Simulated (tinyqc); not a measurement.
# Free and trapped electrons in a MOS channel with a dense trap tail: two studies

p-type body, charge-sheet picture, full ionisation (an idealisation for deep acceptors), Boltzmann statistics for free electrons. e = Ec - EF at the surface. Acceptor-like traps of density D(E) = D0 + De exp(-E/Ew) at depth E below Ec, from 0 to Eu, hold n_t = integral of D(E)/(1 + exp((e - E)/Vt)). psi = Eg - Vt ln(Nv/Na) - e; N_dep = sqrt(2 eps0 eps_r Na (psi - Vt)/q); n_f = sqrt(N_dep^2 + 2 eps0 eps_r Vt Nc exp(-e/Vt)/q) - N_dep; Vg = Vfb + psi + q (N_dep + n_t + n_f)/Cox, Cox = eps0 eox/tox.

Values chosen for this exercise; band and dielectric values close to those of silicon: temperature T = 300 K; band gap Eg = 1.14 eV; relative permittivity eps_r = 11.9; conduction-band density of states at T Nc = 2.76e19 cm^-3; valence-band density of states at T Nv = 2.66e19 cm^-3; relative permittivity of the insulator eox = 3.9; insulator thickness tox = 31 nm; acceptor density Na = 5.4e15 cm^-3; flat-band voltage without trapped charge Vfb = -0.83 V; constant background density of acceptor-like traps D0 = 1.7e10 cm^-2 eV^-1; density of the tail at the conduction edge De = 3.2e12 cm^-2 eV^-1; decay energy of the tail Ew = 0.12 eV; depth below Ec down to which the traps reach Eu = 0.75 eV; mobility of free electrons mf = 60 cm^2/(V s).

Constants: q = 1.602176634e-19 C, kB = 1.380649e-23 J/K, Vt = kB T/q, eps0 = 8.8541878128e-14 F/cm where lengths are in cm. Results are converted to the units shown.

Each table varies one quantity; the others keep the values above.

## Free and trapped charge against gate voltage

Free share n_f/(n_f + n_t); swing ln 10 n_f/(dn_f/dVg); field-effect mobility mf q (dn_f/dVg)/Cox, for a constant mf; oxide field q (N_dep + n_t + n_f)/(eps0 eox).

Free and trapped charge against gate voltage:

| Vg (V) | e (eV) | n_f (cm^-2) | n_t (cm^-2) | free share (%) | swing (mV/decade) | field-effect mobility (cm^2/(V s)) | oxide field (MV/cm) |
|---|---|---|---|---|---|---|---|
| -0.1 | 0.4612 | 4.774e5 | 1.305e10 | 0.003657 | 87.26 | 0.001087 | 0.08743 |
| 0.5 | 0.1568 | 4.354e10 | 1.215e11 | 26.39 | 313.9 | 27.56 | 0.1828 |
| 1.1 | 0.09232 | 3.278e11 | 1.998e11 | 62.14 | 1372 | 47.49 | 0.3555 |
| 1.7 | 0.06416 | 6.755e11 | 2.455e11 | 73.35 | 2587 | 51.89 | 0.5400 |
| 2.3 | 0.04567 | 1.045e12 | 2.780e11 | 78.98 | 3837 | 54.10 | 0.7276 |
| 2.9 | 0.03183 | 1.426e12 | 3.022e11 | 82.51 | 5105 | 55.51 | 0.9167 |
| 3.5 | 0.02078 | 1.815e12 | 3.205e11 | 84.99 | 6386 | 56.49 | 1.107 |
| 4.1 | 0.01159 | 2.211e12 | 3.346e11 | 86.85 | 7679 | 57.21 | 1.297 |
| 4.7 | 0.003716 | 2.611e12 | 3.455e11 | 88.31 | 8984 | 57.74 | 1.488 |

n_f reaches 1e11 cm^-2 at Vg = 0.648 V, against 0.437 V without traps. The free share rises from 0.00366 to 88.3 % and the field-effect mobility rises from 0.00109 to 57.7 cm^2/(V s), although mf = 60 is constant: in the last row 96.2 % of Cox dVg goes into free electrons. The swing in the first row is 87.3 mV a decade (Vt ln 10 = 59.5). For Vg = 2.3, 2.9, 3.5, 4.1, 4.7 EF lies less than 2 Vt below the band edge, or above it, where degeneracy and confinement, left out, matter.

## Effect of the acceptor density

Vfb is held fixed. VT is the Vg for n_f = 1e11 cm^-2; swing ln 10 n_f/(dn_f/dVg) at n_f = 1e8 cm^-2; the last three columns are for Vg = VT + 2.5 V, with free share n_f/(n_f + n_t) and field-effect mobility mf q (dn_f/dVg)/Cox; there EF is near the band edge, where Boltzmann statistics are rough.

Effect of the acceptor density:

| Na (cm^-3) | e at VT (eV) | VT (V) | q n_t/Cox at VT (V) | swing (mV/decade) | n_f (cm^-2) | free share (%) | field-effect mobility (cm^2/(V s)) |
|---|---|---|---|---|---|---|---|
| 1e15 | 0.1492 | 0.3646 | 0.1853 | 87.48 | 1.574e12 | 83.85 | 55.74 |
| 2e15 | 0.1427 | 0.4594 | 0.1949 | 91.47 | 1.579e12 | 83.78 | 55.81 |
| 6e15 | 0.1310 | 0.6729 | 0.2135 | 100.3 | 1.587e12 | 83.61 | 55.97 |
| 1e16 | 0.1251 | 0.8105 | 0.2234 | 105.9 | 1.590e12 | 83.50 | 56.06 |
| 3e16 | 0.1118 | 1.236 | 0.2476 | 122.5 | 1.592e12 | 83.14 | 56.25 |
| 8e16 | 0.09939 | 1.849 | 0.2723 | 145.4 | 1.588e12 | 82.68 | 56.40 |
| 2e17 | 0.08752 | 2.751 | 0.2979 | 177.7 | 1.577e12 | 82.13 | 56.45 |
| 5e17 | 0.07549 | 4.170 | 0.3256 | 226.3 | 1.555e12 | 81.48 | 56.34 |

What does the comparison show, and why?

As Na goes from 1e15 to 5e17, VT rises from 0.365 to 4.17 V, its part due to traps rises from 0.185 to 0.326 V, the swing rises from 87.5 to 226 mV/decade and the field-effect mobility goes from 55.7 through a maximum of 56.5 (at Na = 2e17 among the rows listed) to 56.3 cm^2/(V s). Most of the rise of VT is depletion charge; the trap part grows since the same n_f needs EF nearer the band edge at heavier doping.

Numbers from tinyqc (`OMP_NUM_THREADS=1 python tinyqc.py 2222018 2222019 out.jsonl`; about 0.03 s on one thread of a shared Intel Xeon 2.30GHz).
